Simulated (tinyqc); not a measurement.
## Trap density from the barrier height

Inverse problem. In a partly depleted grain with all boundary traps filled, 2 N W = Qt and VB = q N W^2/(2 eps0 eps_r). Find Qt, W and the doping at which VB would equal Vt.

Inputs (values chosen for the exercise):
```
symbol  value  unit                meaning
T         300     K            temperature
eps_r    11.7        relative permittivity
```

Constants: q = 1.602176634e-19 C, kB = 1.380649e-23 J/K, Vt = kB T/q, eps0 = 8.8541878128e-14 F/cm where lengths are in cm. Results are converted to the units shown.

doping = 5.7e18 cm^-3
barrier height = 0.081433503 V

Solution. Eliminating W gives VB = q Qt^2/(8 eps0 eps_r N), which falls as 1/N.

Qt = 4.900e12 cm^-2
W = 4.298 nm
doping for VB = Vt = 1.795e19 cm^-3

Program tinyqc, `OMP_NUM_THREADS=1 python tinyqc.py 2830193 2830194 out.jsonl`; Intel Xeon 2.30GHz, shared host, one thread, about 0.01 s.
